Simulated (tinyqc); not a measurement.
# From one set of inputs to another, one input at a time

Model: global model of a low-pressure process discharge: electron temperature, density, ion flux and ion energy. Computed by tinyqc, a small Python program. Command: `OMP_NUM_THREADS=1 python tinyqc.py 3114122 3114123 out.jsonl plasma ladder`. One thread of a shared host (Intel(R) Xeon(R) Processor @ 2.30GHz), about 0.01 s of CPU time with the checks.

Maxwellian electrons with temperature T_e in eV, one positive ion, no negative ions, uniform bulk density n; rate constants have the Arrhenius form.

The inputs printed are set A. Inputs not listed in the table keep their values of set A, so the rows need not describe a real material.

Inputs (values chosen for the exercise, of the order of those of an inductive discharge in a simple atomic gas):
```
quantity                      value   unit
ion mass M                       32      u
ionisation prefactor K0     7.8e-14  m^3/s
ionisation energy E_iz         12.2     eV
excitation prefactor X0     2.2e-14  m^3/s
excitation energy E_ex         9.19     eV
elastic rate constant K_el  1.4e-13  m^3/s
ion-neutral cross section   8.9e-19    m^2
pressure p                     0.33     Pa
gas temperature T_g             500      K
radius R                         13     cm
height L                        4.6     cm
absorbed power P               2400      W
```

Constants: k_B = 1.380649e-23 J/K; e = 1.602176634e-19 C; u = 1.6605390666e-27 kg; m_0 = 9.1093837015e-31 kg.

Method:
- n_g = p/(k_B T_g); lambda_i = 1/(n_g sigma); h_L = 0.86/sqrt(3 + L/(2 lambda_i)), h_R = 0.8/sqrt(4 + R/lambda_i); A_eff = 2 pi R^2 h_L + 2 pi R L h_R; d_eff = pi R^2 L/A_eff.
- Particle balance: K0 exp(-E_iz/T_e) n_g d_eff = u_B, u_B = sqrt(e T_e/M).
- Root found by bracketing.
- E_c = E_iz + (X0 exp(-E_ex/T_e) E_ex + K_el (3 m_0/M) T_e)/K_iz; wall potential V_s = (T_e/2) ln(M/(2 pi m_0)); E_T = E_c + 2 T_e + T_e/2 + V_s; n = P/(e u_B A_eff E_T); ion current density J = e h_L n u_B; ionised share n/n_g.

Each row keeps all changes above it:
```
input moved                         from       to  T_e (eV)  plasma density n (1/cm^3)  ion current density J (mA/cm^2)
set A                                  -        -     3.058                  2.180e+12                            45.72
ion mass M (u)                        32       19     3.307                  1.599e+12                            45.27
height L (cm)                        4.6      9.1     2.790                  1.697e+12                            39.61
absorbed power P (W)                2400     1200     2.790                  8.485e+11                            19.81
ionisation energy E_iz (eV)         12.2     15.1     3.551                  5.513e+11                            14.52
excitation prefactor X0 (m^3/s)  2.2e-14  2.4e-14     3.551                  5.386e+11                            14.18
radius R (cm)                         13      8.1     3.785                  1.064e+12                            28.92
ionisation prefactor K0 (m^3/s)  7.8e-14  3.4e-14     5.001                  7.155e+11                            22.36
```

T_e goes from 3.06 to 5.00, a factor 1.64 in all. The largest single move comes from ionisation prefactor K0 (a factor 1.32), and height L works against it (a factor 0.844). Plasma density n goes from 2.18e12 to 7.16e11, a factor 0.328 in all. The largest single move comes from absorbed power P (a factor 0.500), and radius R works against it (a factor 1.97). ion current density J goes from 45.7 to 22.4, a factor 0.489 in all. The largest single move comes from radius R (a factor 2.04), but it runs against the net change; the largest move in the direction of the net change is absorbed power P (a factor 0.500). The single moves hold for this order of the switches; the total does not depend on the order.

Caution (rows set A, ion mass M, height L, radius R): at this ionised share gas depletion and heating, left out here, matter.

Extremes, crossings and ranges named in words are read from the listed rows.
